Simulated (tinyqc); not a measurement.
Sheet resistance of a shallow doped layer with concentration-dependent mobility and limited activation: one step, computed by the program tinyqc.

A layer of one dopant lies in a background of the opposite type. Current flows parallel to the surface down to the junction; depletion is ignored.

Task: Active limit and depths. C(x) = C_s exp(-x^2/(2 l^2)). Temperatures in kelvin are T(C) + 273.15. Active limit C_a = prefactor x exp(-energy/(k_B T)); the junction lies where C = C_B, and the profile exceeds C_a down to x_a (zero if C_s is below C_a). Slope at the junction in nm per decade = ln(10) C/|dC/dx|.

Inputs (values chosen for the exercise, modelled on phosphorus in silicon):
```
quantity,value,unit
surface concentration C_s,2.1e+19,1/cm^3
length l,63,nm
background C_B,7e+17,1/cm^3
prefactor of the active limit,1e+22,1/cm^3
energy of the active limit,0.33,eV
anneal temperature T,1100,C
```

Profile: Gaussian.

Constants: k_B = 8.617333262e-05 eV/K.

Give: active limit C_a; junction depth x_j; depth x_a; abruptness at the junction.

Result:

active limit C_a = 6.149e+20 1/cm^3

junction depth x_j = 164.3 nm

depth x_a = 0 nm

abruptness at the junction = 55.62 nm/decade
